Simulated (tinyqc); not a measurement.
## MOSFET in the linear regime without short-channel effects, parameter extraction from computed curves: extraction methods against the temperature

Inversion charge Q = Cox n Vt W0(exp((Vg - VT)/(n Vt))), W0 the Lambert function and n = nf; u = Q/Cox; mobility mu = mu0/(1 + th1 u + th2 u^2); channel resistance Rch = (L - dL)/(W mu Q); Id = Vd/(Rch + Rsd/W). Cox = eps0 eox/tox. Small Vd, no channel-length or drain effects.

From the continuous curve Id(Vg): tangent at peak gm (V_ext = Vg - Id/gm); constant current Id = 0.1 uA W/L; peak of d2Id/dVg2; Y = Id/sqrt(gm) drawn through Vg = VT + 0.6 and VT + 0.8 V, with intercept VT_Y and slope s. Mobilities gm,max L/(W Cox Vd) and s^2 L/(W Cox Vd) with the drawn L. Last column: share of Rsd/W in the total resistance at VT + 0.8 V.

Values chosen for this exercise; channel values of the order met in silicon transistors:
```
symbol  value        unit                                                                 meaning
eox       3.9              relative permittivity of the gate insulator (close to silicon dioxide)
tox       2.9          nm                                                     insulator thickness
mu0       410  cm^2/(V s)                                                      low-field mobility
th1      0.18         1/V                                       first mobility attenuation factor
th2      0.13       1/V^2                                      second mobility attenuation factor
VT       0.24           V                                                       threshold voltage
nf       1.46                                                                         body factor
W          10          um                                                              gate width
L        0.19          um                                                       drawn gate length
dL      0.011          um                                             drawn less effective length
Rsd       200      ohm um                                            source plus drain resistance
Vd       0.02           V                                                           drain voltage
```

Constants: q = 1.602176634e-19 C, kB = 1.380649e-23 J/K, Vt = kB T/q, eps0 = 8.8541878128e-14 F/cm where lengths are in cm. Results are converted to the units shown.

Result of one run:

| V_ext (V) | constant current (V) | second derivative (V) | VT_Y (V) | mobility from gm (cm^2/(V s)) | mobility from Y (cm^2/(V s)) | series share (%) |
|---|---|---|---|---|---|---|
| 0.240 | 0.221 | 0.231 | 0.316 | 298 | 465 | 24.5 |

Which temperature T gave this result: 110, 220, 370 or 450 K?

T = 220 K.

The whole series:

| T (K) | V_ext (V) | constant current (V) | second derivative (V) | VT_Y (V) | mobility from gm (cm^2/(V s)) | mobility from Y (cm^2/(V s)) | series share (%) |
|---|---|---|---|---|---|---|---|
| 77 | 0.245 | 0.250 | 0.237 | 0.304 | 346 | 504 | 25.4 |
| 110 | 0.245 | 0.245 | 0.236 | 0.308 | 331 | 495 | 25.2 |
| 150 | 0.244 | 0.237 | 0.234 | 0.312 | 317 | 483 | 24.9 |
| 220 | 0.240 | 0.221 | 0.231 | 0.316 | 298 | 465 | 24.5 |
| 300 | 0.233 | 0.198 | 0.227 | 0.317 | 281 | 446 | 24.1 |
| 370 | 0.225 | 0.177 | 0.222 | 0.315 | 268 | 430 | 23.8 |
| 450 | 0.216 | 0.150 | 0.216 | 0.312 | 256 | 412 | 23.5 |

The model has VT = 0.24 V and mu0 = 410 cm^2/(V s). Over the table the extracted thresholds move by 30 mV (tangent), 100 mV (constant current), 21 mV (second derivative), 13 mV (Y function). The mobility from gm falls from 346 to 256 and that from Y falls from 504 to 412 cm^2/(V s).

Program tinyqc, `OMP_NUM_THREADS=1 python tinyqc.py 2210025 2210026 out.jsonl`; Intel Xeon 2.30GHz, shared host, one thread, about 0.01 s.
